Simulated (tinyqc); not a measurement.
Worked calculation: polytypes by hexagonality, and a cubic inclusion as a quantum well. Values are carried at full precision from step to step, so a last printed digit may differ when a step is redone from the rounded ones.

A layer is h if its two neighbours in the periodic sequence sit on the same site, k otherwise; the hexagonality h is the share of h layers.

Constants: hbar^2/2m0 = 3.80998211 eV angstrom^2.

Values chosen for the exercise (of the order of those of InP; the results hold for these values, not for the real material):
- E3 = 1.415 eV (gap of the cubic polytype)
- E2 = 1.477 eV (gap of 2H)
- Ev2 = 0.041 eV (valence top of 2H above that of 3C)
- P2 = -0.0022 C/m^2 (spontaneous polarisation of 2H)
- m = (0.078, 0.077) m0 (electron mass along c in the cubic layer and in the host)
- d = 3.39 angstrom (thickness of a double layer)
- eps = 12.8 (dielectric constant)
- N = 6 (double layers in the cubic inclusion)

## Hexagonality

Stacking sequences:

| polytype | sequence |
|---|---|
| 15R | ABCACBCABACABCB |
| 2H | AB |
| 8H | ABCABACB |
| 6H | ABCACB |
| 21R | ABCACBACABCBACBCABACB |

Give the h/k string and h of each.

Hexagonality:

| polytype | h/k string | h |
|---|---|---|
| 15R | hkkhkhkkhkhkkhk | 0.4000 |
| 2H | hh | 1.0000 |
| 8H | hkkkhkkk | 0.2500 |
| 6H | hkkhkk | 0.3333 |
| 21R | hkkhkkkhkkhkkkhkkhkkk | 0.2857 |

## Gaps and band edges

Gap: E3 + (E2 - E3) h. Valence top Ev2 h and polarisation P2 h, both counted from 3C; Ec = Ev + gap.

Evaluate for each polytype.

Results:

| polytype | gap (eV) | Ev (eV) | Ec (eV) | P (C/m^2) |
|---|---|---|---|---|
| 15R | 1.4398 | 0.0164 | 1.4562 | -0.00088 |
| 2H | 1.4770 | 0.0410 | 1.5180 | -0.00220 |
| 8H | 1.4305 | 0.0103 | 1.4407 | -0.00055 |
| 6H | 1.4357 | 0.0137 | 1.4493 | -0.00073 |
| 21R | 1.4327 | 0.0117 | 1.4444 | -0.00063 |

The widest gap is that of 2H, the narrowest that of 8H. Ev and Ec both rise with h, so 3C collects electrons and the more hexagonal side holes: a staggered line-up.

## The bound level without the field

A cubic inclusion of width L = N d in the host (h = 1) is a well of depth V = Ec(host) - Ec(3C). Square well with mass mismatch: k tan(k L/2) = (m_w/m_b) q, k = sqrt(m_w E/c), q = sqrt(m_b (V - E)/c), c = hbar^2/2m0, lowest root. The depth of the level, V - E, is its binding, and the transition to the valence top of the host is gap(host) - (V - E). The step in polarisation gives a field |F| = |P|/(eps eps0) in a thin inclusion, eps0 = 8.8541878e-12 F/m.

Give V, L, the level E, its depth below the host conduction edge and the transition to the valence top of the host, gap(host) - (V - E).

V = 0.1030 eV
L = 20.340 angstrom
E above the bottom = 0.0856 eV
depth below the host edge = 0.0174 eV
transition = 1.4596 eV

The level keeps 17 % of the well depth. The transition lies above the gap of 3C itself (1.415 eV).

## The polarisation field

Give |F|, the drop |F| L, the bound charge |P|/e per cm^2 (e = 1.602176634e-19 C), and, as a first estimate, the shift -|F| L/2 of the transition for an electron centred in the layer and a hole in the host on the high side.

|F| = 0.194 MV/cm
drop = 39.5 meV
bound charge = 1.37e+12 cm^-2
estimated shift = -19.7 meV

The drop is 38 % of the well depth. The host edge on the low side sinks by 20 meV against the centre, more than the 17 meV by which the flat well binds, so the level may not survive the field and the estimate must be checked.

## Checks

- Square-well root against finite differences on a grid of 0.5 angstrom (eV): both 0.086.

Run: tinyqc, `OMP_NUM_THREADS=1 python tinyqc.py 1850217 1850218 out.jsonl`; Intel(R) Xeon(R) Processor @ 2.30GHz, one thread, shared host; about 0.09 s of CPU time with all checks.
